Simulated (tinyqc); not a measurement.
# Stillinger-Weber potential for a tetrahedral semiconductor, step by step

A worked calculation. Computed by tinyqc, a small Python program that keeps every step. Command: `OMP_NUM_THREADS=1 python tinyqc.py 3027021 3027022 out.jsonl swsi walk`. One thread of a shared host (Intel(R) Xeon(R) Processor @ 2.30GHz), about 0.03 s of CPU time with the checks. Intermediate numbers are printed to about 6 digits and carried at full precision; extremes and crossings named in words are read from the listed rows.

With x = r/sigma: pair term eps A (B x^-4 - 1) exp(1/(x - a)); for each pair of neighbours j, k of atom i, three-body term eps lambda exp(gamma/(x_ij - a) + gamma/(x_ik - a)) (cos theta_jik + 1/3)^2; both vanish beyond x = a. A = 7.049556277, B = 0.6022245584, a = 1.8.

Inputs (values chosen for the exercise, modelled on silicon):
```
quantity,value,unit
energy scale eps,2.115,eV
length scale sigma,2.105,angstrom
three-body strength lambda,18.8,-
gamma,1.2,-
bond 1 of the trimer,2.64,angstrom
bond 2 of the trimer,2.32,angstrom
angle of the trimer theta,123,degrees
```

displacement of one atom (angstrom): [0.17, 0.026, -0.19]

Constants: 1 eV/angstrom^3 = 160.2176634 GPa.

## A trimer

Atom 1 binds atoms 2 and 3 at the angle theta; the third side follows from the cosine rule. Sum the three pair terms and the three-body terms centred on each atom.

distance 2-3 = 4.36161 angstrom

pair terms (eV): 1-2 -1.80588, 1-3 -2.10555, 2-3 0.00000

three-body term at atom 1 = 0.0352970 eV

three-body terms at atoms 2 and 3 = 0 eV

energy of the trimer = -3.87614 eV

The cut-off is 3.789 angstrom, so atoms 2 and 3 do not interact directly.

## The diamond lattice

All angles are tetrahedral, so only the pair term acts; its minimum lies at x = 2^(1/6) with depth eps, and second neighbours lie beyond the cut-off. a0 = 4 d/sqrt3; E = -2 eps per atom.

bond length d = 2.36278 angstrom

lattice constant a0 = 5.45661 angstrom

energy per atom = -4.23 eV

## Elastic constants and internal strain

Second derivatives of the energy per atom, volume a0^3/8: e_xx gives C11, e_xx = -e_yy gives 2 (C11 - C12), e_xy = e_yx = h/2 gives the unrelaxed C44(0). Under that shear the second sublattice shifts by u_z; minimising over u_z gives C44 = C44(0) - E_hu^2/(E_uu V) and Kleinman's zeta = |E_hu/E_uu|/(a0/4). The optical force constant is k = 4 E_uu, with M omega^2 = k at the zone centre.

C11 = 140.590 GPa

C12 = 76.0156 GPa

unrelaxed C44(0) = 104.715 GPa

C44 = 49.8941 GPa

internal strain zeta = 0.658985

optical force constant k = 34.3955 eV/angstrom^2

Internal relaxation lowers C44 by 52 %. zeta = 1 would keep all bond lengths equal under shear and 0 would move atoms with the lattice; the value here is 0.66. Caution: the original fit to silicon is too soft in shear (C44) and too stiff for the optical mode.

## One atom displaced in the eight-atom cell

Cubic cell of side a0 with periodic images; atoms 1 to 4 at (0,0,0), (0,1/2,1/2), (1/2,0,1/2), (1/2,1/2,0), atoms 5 to 8 shifted by (1/4,1/4,1/4). Atom 5 is moved by u. Forces are minus the gradient of the total energy.

bond lengths from atom 5 to atoms 1 to 4 (angstrom): [2.38008, 2.56119, 2.40290, 2.14366]

rise of the pair energy = 0.466655 eV

three-body energy = 0.106869 eV

forces (eV/angstrom):
```
,x,y,z
atom 5,-3.00143,-1.33375,3.30940
atom 1,0.27245,0.13416,-0.25690
atom 2,0.97082,-0.64589,-0.99717
atom 3,0.12160,0.23893,-0.40748
atom 4,1.72269,1.65217,-1.74426
```

Bond bending carries 19 % of the energy rise. The four neighbours take up a total force of 4.800 against 4.663 eV/angstrom on atom 5; the difference acts on atoms 6 to 8.

## Diamond against structures with more neighbours

Each structure is relaxed in its neighbour distance d (lowest minimum for d between sigma and 1.7 sigma), with all neighbours inside the cut-off, second shells too where they fall inside.

Energies per atom (eV):
```
structure,first neighbours,d (angstrom),pair,three-body,total,volume (angstrom^3)
diamond,4,2.36278,-4.23000,0.00000,-4.23000,20.3086
simple cubic,6,2.60136,-5.63797,1.50669,-4.13128,17.6037
bcc,8,2.80162,-6.60893,2.39445,-4.21448,16.9280
fcc,12,2.92247,-6.60412,2.49182,-4.11230,17.6497
```

The order is diamond < bcc < simple cubic < fcc, the lowest two 0.016 eV apart. Against diamond the pair energy changes by -1.41 (simple cubic), -2.38 (bcc), -2.37 (fcc) eV, while angles away from 109.47 degrees cost 1.51, 2.39, 2.49 eV; the bonds stretch to 2.92 angstrom in fcc to weaken that penalty.

Checks made by the program: lattice sum at a0 (relative difference below 1e-10); B from the pair term alone, phi''(d)/(3 a0), against (C11 + 2 C12)/3 (relative difference 5e-07).
